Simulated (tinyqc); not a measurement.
# MOSFET with velocity saturation and source resistance: effects of single changes

Strong inversion, charge Q = Cox (Vg - m V) at channel potential V with Vg the gate overdrive, and drift velocity v = mu E/(1 + mu E/vsat). Integrating along the channel gives I = mu Cox (1/L)(Vg Vd - m Vd^2/2)/(1 + Vd/Vc) per width, Vc = vsat L/mu, which peaks at Vdsat. Units: I in uA/um, Rs in ohm um, so the drop over Rs is 1e-6 I Rs volts.

Parameters, values chosen for the exercise: gate capacitance Cox = 1.1 uF/cm^2; mobility at low gate voltage mu0 = 450 cm^2/(V s); mobility degradation th = 0.2 1/V; saturation velocity vsat = 9.3e6 cm/s; body factor m = 1.28; threshold VT = 0.28 V; channel length L = 0.25 um; source resistance Rs = 1500 ohm um; gate voltage Vgs = 1.8 V.

Each table varies one quantity; the others keep the values above.

## Effect of the mobility degradation

Vg = Vgs - I Rs - VT (0 if negative), mu = mu0/(1 + th Vg), Vc = vsat L/mu, x = sqrt(1 + 2 Vg/(m Vc)), Vdsat = 2 Vg/(m (1 + x)), Isat = Cox vsat Vg (x - 1)/(x + 1) per width. I = Isat is solved self-consistently; gm = dI/dVgs; Vdsat is the intrinsic value. The velocity at the source is I/(Cox Vg).

Effect of the mobility degradation:
```
th (1/V)  Vc (V)  Vdsat (V)  Isat (uA/um)  gm (uS/um)  velocity at the source/vsat
0         0.5167     0.5212         344.2       290.1                       0.3353
0.2       0.6232     0.5569         325.8       270.2                       0.3088
0.4       0.7350     0.5891         309.2       252.7                       0.2861
0.6       0.8511     0.6183         294.1       237.3                       0.2664
0.8       0.9711     0.6449         280.4       223.6                       0.2493
1          1.094     0.6691         267.8       211.5                       0.2341
1.2        1.221     0.6913         256.3       200.5                       0.2207
```

What does the table show?

As th goes from 0 to 1.2 1/V, Isat falls from 344 to 256 uA/um, Vdsat rises from 0.521 to 0.691 V and gm falls from 290 to 201 uS/um; the velocity at the source goes from 0.34 to 0.22 of vsat.

## Effect of the source resistance

Same model as above.

Result of one run:
```
Rs (ohm um)   Vc (V)  Vdsat (V)  Isat (uA/um)  gm (uS/um)  velocity at the source/vsat
800          0.64042    0.62785        403.00      343.47                      0.32894
```

What becomes of these results when the source resistance Rs is changed from 800 to 500 ohm um, all else the same?

Result of the changed run:
```
Rs (ohm um)   Vc (V)  Vdsat (V)  Isat (uA/um)  gm (uS/um)  velocity at the source/vsat
500          0.65050    0.66842        449.69      389.19                      0.33940
```

The whole series:
```
Rs (ohm um)   Vc (V)  Vdsat (V)  Isat (uA/um)  gm (uS/um)  velocity at the source/vsat
0            0.67373    0.75946        560.50      501.68                      0.36046
50           0.67091    0.74855        546.81      487.49                      0.35810
100          0.66822    0.73812        533.82      474.11                      0.35580
200          0.66320    0.71857        509.74      449.48                      0.35138
300          0.65861    0.70056        487.89      427.35                      0.34719
500          0.65050    0.66842        449.69      389.19                      0.33940
800          0.64042    0.62785        403.00      343.47                      0.32894
```

As Rs goes from 0 to 800 ohm um, Isat falls from 560 to 403 uA/um, Vdsat falls from 0.759 to 0.628 V and gm falls from 502 to 343 uS/um; the velocity at the source goes from 0.36 to 0.33 of vsat.

## Effect of the saturation velocity

Same model as above.

Effect of the saturation velocity:
```
vsat (cm/s)   Vc (V)  Vdsat (V)  Isat (uA/um)  gm (uS/um)  velocity at the source/vsat
4e6          0.27383    0.48233        239.25      190.44                      0.46829
5.6e6        0.37998    0.51528        275.48      223.14                      0.40407
7.8e6        0.52487    0.54363        309.19      254.43                      0.34118
1.1e7        0.73444    0.56838        340.64      284.38                      0.27899
1.5e7        0.99538    0.58668        365.16      308.27                      0.22762
2.1e7         1.3858    0.60256        387.36      330.29                      0.17859
3e7           1.9703    0.61549        406.08      349.16                      0.13509
```

What does the table show?

As vsat goes from 4e6 to 3e7 cm/s, Isat rises from 239 to 406 uA/um, Vdsat rises from 0.482 to 0.615 V and gm rises from 190 to 349 uS/um; the velocity at the source goes from 0.47 to 0.14 of vsat. Isat goes as vsat^(0.42) between the first two rows and as vsat^(0.13) between the last two.

Numbers from tinyqc (`OMP_NUM_THREADS=1 python tinyqc.py 2500067 2500068 out.jsonl`; about 0.01 s on one thread of a shared Intel Xeon 2.30GHz).
